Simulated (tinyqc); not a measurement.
Gap and screening length from two transmissions.

Question. At the source junction of a tunnel FET, T(w) = exp(-S), S = 2 pi lam sqrt(m/(C Eg)) [w + Eg/2 - sqrt(w (w + Eg))], C = hbar^2/(2 m0). Find Eg (between 0.1 and 3 eV) and lam.

Parameters, values chosen for the exercise: band-edge mass of the two-band model m = 0.084 m0.

Constants: q = 1.602176634e-19 C, hbar = 1.054571817e-34 J s, m0 = 9.1093837015e-31 kg, hbar^2/(2 m0) = 0.0380998212 eV nm^2. Results are converted to the units shown.

T(w) at w = 0.09 and 0.25 eV: [1.2291345e-4, 0.0015188904]

Answer. The ratio of the two exponents depends on Eg alone and falls steadily with it, which fixes Eg; either exponent then gives lam.

ratio of the two S = 1.39
Eg = 1.33 eV
lam = 2.80 nm

tinyqc, about 0.02 s, one thread, Intel Xeon 2.30GHz (shared host): `OMP_NUM_THREADS=1 python tinyqc.py 2620165 2620166 out.jsonl`
